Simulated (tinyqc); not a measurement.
Interface traps from C-V curves, high-low and Terman methods: one step of the calculation.

MOS capacitor on an n-type substrate; psi is the band bending, negative in depletion; only majority carriers are counted. At the bending psi the Fermi level lies y = xi - psi below the conduction edge at the surface, xi = Vt ln(Nc/Nd). Dit(y) = D0 + D1 exp(-y/E1); traps fill up to the Fermi level, follow the bias and a slow signal, and do not follow a fast one. V is the gate voltage from flat band.

Task. The curves. Cox = 3.9 eps0/EOT, LD = sqrt(eps0 eps_r Vt/(q Nd)), u = psi/Vt, Cd = (eps0 eps_r/(sqrt(2) LD)) |exp(u) - 1|/sqrt(exp(u) - u - 1). Ideal V0 = psi - sqrt(2) (eps0 eps_r Vt/LD) sqrt(exp(u) - u - 1)/Cox for psi < 0; the traps add dV = (q/Cox) times the integral of Dit from 0 to psi = (q/Cox) [D0 psi + D1 E1 exp(-xi/E1) (exp(psi/E1) - 1)]. 1/C_HF = 1/Cox + 1/Cd, 1/C_LF = 1/Cox + 1/(Cd + q Dit). Take n equally spaced psi from pa to pb.

Parameters, values chosen for the exercise; band and dielectric values close to those of silicon: temperature T = 250 K; relative permittivity eps_r = 11.8; conduction-band density of states at T Nc = 2.11e19 cm^-3; donor density Nd = 2.1e17 cm^-3; equivalent oxide thickness EOT = 2.7 nm; trap density far from the band edge D0 = 1.1e11 cm^-2 eV^-1; band-tail density at the conduction edge D1 = 1.9e12 cm^-2 eV^-1; decay energy of the tail E1 = 0.18 eV; points n = 10; deepest band bending pa = -0.71 V; shallowest band bending pb = -0.032 V.

Constants: q = 1.602176634e-19 C, kB = 1.380649e-23 J/K, Vt = kB T/q, eps0 = 8.8541878128e-14 F/cm where lengths are in cm. Results are converted to the units shown.

Find: psi; y; Dit; V0; V; C_HF; C_LF; Cox.

Result.

| point | psi (V) | y (eV) | Dit (cm^-2 eV^-1) | V0 (V) | V (V) | C_HF (nF/cm^2) | C_LF (nF/cm^2) |
|---|---|---|---|---|---|---|---|
| 0 | -0.7100 | 0.8093 | 1.312e11 | -0.8820 | -0.9160 | 142.0 | 158.4 |
| 1 | -0.6347 | 0.7340 | 1.422e11 | -0.7970 | -0.8297 | 149.5 | 167.0 |
| 2 | -0.5593 | 0.6586 | 1.589e11 | -0.7114 | -0.7427 | 158.4 | 177.6 |
| 3 | -0.4840 | 0.5833 | 1.844e11 | -0.6250 | -0.6547 | 169.2 | 191.0 |
| 4 | -0.4087 | 0.5080 | 2.230e11 | -0.5377 | -0.5654 | 182.6 | 208.3 |
| 5 | -0.3333 | 0.4326 | 2.817e11 | -0.4491 | -0.4745 | 200.3 | 231.4 |
| 6 | -0.2580 | 0.3573 | 3.710e11 | -0.3588 | -0.3812 | 224.7 | 263.6 |
| 7 | -0.1827 | 0.2820 | 5.067e11 | -0.2659 | -0.2841 | 262.4 | 311.3 |
| 8 | -0.1073 | 0.2066 | 7.128e11 | -0.1681 | -0.1807 | 332.4 | 391.1 |
| 9 | -0.0320 | 0.1313 | 1.026e12 | -0.0577 | -0.0621 | 502.7 | 558.9 |

Cox = 1279 nF/cm^2

At the deepest bending the traps stretch the gate voltage from -0.882 to -0.916 V.

Range of the model: Traps more than about 25 kB T below the conduction edge emit electrons too slowly to follow an ordinary sweep, so the deepest points are idealised.

Program tinyqc, `OMP_NUM_THREADS=1 python tinyqc.py 2030156 2030157 out.jsonl`; Intel Xeon 2.30GHz, shared host, one thread, about 0.01 s.
